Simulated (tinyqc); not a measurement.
## Capacitance shares from swing and barrier lowering

Problem. Below threshold the charge is negligible, so the band edge moves as -(aG Vg + aD Vd), aG = CG/CS, aD = CD/CS (CG, CD the capacitances of the barrier top to gate and drain, CS the total), and I goes as exp((aG Vg + aD Vd)/Vt) once Vd is well above Vt. Find aG, aD, CS and CD.

Inputs (values chosen for the exercise):
- T = 350 K (temperature)

Constants: q = 1.602176634e-19 C, kB = 1.380649e-23 J/K, Vt = kB T/q. Results are converted to the units shown.

swing = 75.486414 mV/decade
DIBL = 53.260870 mV/V
CG = 2.6961352 pF/cm

Solution. The swing is Vt ln 10/aG and the DIBL, -dVg/dVd at fixed current, is aD/aG.

aG = 0.920
aD = 0.0490
CS = 2.93 pF/cm
CD = 0.144 pF/cm

tinyqc, about 0.06 s, one thread, Intel Xeon 2.30GHz (shared host): `OMP_NUM_THREADS=1 python tinyqc.py 2400152 2400153 out.jsonl`
